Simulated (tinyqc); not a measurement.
Schemes compared: quasiparticle equation with a plasmon-pole self-energy for two band edges.

For each edge E = e + X + Sc(E), with the correlation part Sc(E) = A[0]/(E - a + w) + A[1]/(E - b - w); a and b are the valence and conduction energies that enter the Green function (a = ev, b = ec in the one-shot scheme). Z = 1/(1 - dSc/dE), dSc/dE = -A[0]/(E - a + w)^2 - A[1]/(E - b - w)^2.

Parameters, chosen for this exercise (scales of the order of those of SiC; not measured data): ev = 0 eV (mean-field valence top); ec = 2.25 eV (mean-field conduction edge); w = 20.8 eV (pole energy); Av = (56, 33) eV^2 (weights of the valence state on the hole and electron poles); Ac = (22.3, 60.2) eV^2 (the same for the conduction state); Xv = -1.65 eV (exchange minus the mean-field potential, valence); Xc = 2.59 eV (the same, conduction).

Z = 1; linearised; exact one-shot; energies updated in G (a, b); updated in G and W, where w grows by half of the opening of the gap (a rule chosen for the exercise).

Results (eV):
```
scheme               Ev     Ec    gap  opening
mean field        0.000  2.250  2.250    0.000
Z = 1            -0.389  2.913  3.303    1.053
linearised       -0.327  2.812  3.138    0.888
one-shot, exact  -0.326  2.810  3.137    0.887
update G         -0.332  2.875  3.207    0.957
update G and W   -0.364  2.922  3.287    1.037
```

What can be read from this table?

The openings run from 0.887 (one-shot, exact) to 1.053 eV (Z = 1). Linearising moves the gap by 2 meV, updating G +70 meV and updating W a further +80 meV: once Z is kept, the level of self-consistency matters more than linearising.

tinyqc: `OMP_NUM_THREADS=1 python tinyqc.py 1851277 1851278 out.jsonl`; about 0.01 s, one thread, shared Intel(R) Xeon(R) Processor @ 2.30GHz.
